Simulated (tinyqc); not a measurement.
Inputs raised by 5 %, one at a time: interdiffusion in a binary couple: Darken equations, Kirkendall shift and Boltzmann-Matano analysis. Computed by tinyqc, a small Python program. Command: `OMP_NUM_THREADS=1 python tinyqc.py 3031523 3031524 out.jsonl darken sens`. One thread of a shared host (Intel(R) Xeon(R) Processor @ 2.30GHz), about 0.1 s of CPU time with the checks.

x is the mole fraction of B; the molar volume is constant, and the two halves are long enough to count as infinite.

Inputs (values chosen for the exercise, for a model alloy A-B):

| quantity | value | unit |
|---|---|---|
| tracer diffusivity D*_A(0) | 1.9e-13 | m^2/s |
| tracer diffusivity D*_B(0) | 3.7e-14 | m^2/s |
| slope k of ln D* with x | 0.85 | - |
| regular-solution parameter W | -0.075 | eV |
| temperature T | 1300 | K |
| left composition x_L | 0.3 | - |
| right composition x_R | 0.67 | - |
| time t | 3600 | s |
| composition x for the local step | 0.45 | - |

Vacancy-wind correction: none.

Constants: k_B = 8.617333262e-05 eV/K.

Method:
- D*_i(x) = D*_i(0) exp(k x); thermodynamic factor Phi = 1 - 2 W x (1 - x)/(k_B T); intrinsic D_i = D*_i Phi; interdiffusion D~ = x D_A + (1 - x) D_B.
- With lambda = z/sqrt(t), the profile solves d/dlambda (D~ dx/dlambda) + (lambda/2) dx/dlambda = 0 with x = x_L and x_R far to the left and right; z = 0 is the original interface. It is solved as a boundary-value problem in y = lambda/sqrt(D~ at the mean composition) on -12 < y < 12 (collocation, tolerance 1e-8).
- Read from the profile: the position z(x), the area -int_(x_L)^x z dx and the slope.
- Lattice planes move with v = (D_B - D_A) dx/dz; markers from the original interface stay at one composition, where z_K = 2 t v.

Runs:

| input moved | from | to | marker position z_K (um) | interdiffusion coefficient D~ at the local x (m^2/s) | slope dx/dz at the local x (1/um) | composition at the markers |
|---|---|---|---|---|---|---|
| base run | - | - | -8.1928 | 2.0659e-13 | 0.0037793 | 0.46869 |
| tracer diffusivity D*_A(0) (m^2/s) | 1.9e-13 | 1.995e-13 | -8.5295 | 2.1494e-13 | 0.0037060 | 0.46824 |
| tracer diffusivity D*_B(0) (m^2/s) | 3.7e-14 | 3.885e-14 | -8.0567 | 2.0858e-13 | 0.0037605 | 0.46915 |
| slope k of ln D* with x | 0.85 | 0.8925 | -8.2777 | 2.1058e-13 | 0.0037453 | 0.46895 |
| regular-solution parameter W (eV) | -0.075 | -0.07875 | -8.2429 | 2.0916e-13 | 0.0037556 | 0.46870 |
| time t (s) | 3600 | 3780 | -8.3952 | 2.0659e-13 | 0.0036882 | 0.46869 |

Exponents ln(y'/y) / ln(x'/x):

| input | marker position z_K | interdiffusion coefficient D~ at the local x | slope dx/dz at the local x | composition at the markers |
|---|---|---|---|---|
| tracer diffusivity D*_A(0) | 0.825 | 0.811 | -0.401 | -0.020 |
| tracer diffusivity D*_B(0) | -0.343 | 0.196 | -0.103 | 0.020 |
| slope k of ln D* with x | 0.211 | 0.392 | -0.185 | 0.011 |
| regular-solution parameter W | 0.125 | 0.254 | -0.129 | 0.000 |
| time t | 0.500 | 0.000 | -0.500 | 0.000 |

Which inputs matter most for each result?

Among the inputs moved here: marker position z_K answers most in size to tracer diffusivity D*_A(0) (exponent +0.825), next to time t (+0.500). Its exponent +0.500 in time t: markers move as sqrt(t). Interdiffusion coefficient D~ at the local x answers most in size to tracer diffusivity D*_A(0) (exponent +0.811), next to slope k of ln D* with x (+0.392); its exponent is below 0.0005 for time t. Slope dx/dz at the local x answers most in size to time t (exponent -0.500), next to tracer diffusivity D*_A(0) (-0.401). Its exponent -0.500 in time t: the profile is a function of z/sqrt(t). Composition at the markers answers most in size to tracer diffusivity D*_A(0) (exponent -0.020), and about equally to tracer diffusivity D*_B(0) (+0.020); its exponent is below 0.0005 for regular-solution parameter W, time t. Its exponent 0.000 in time t: the marker composition is fixed.
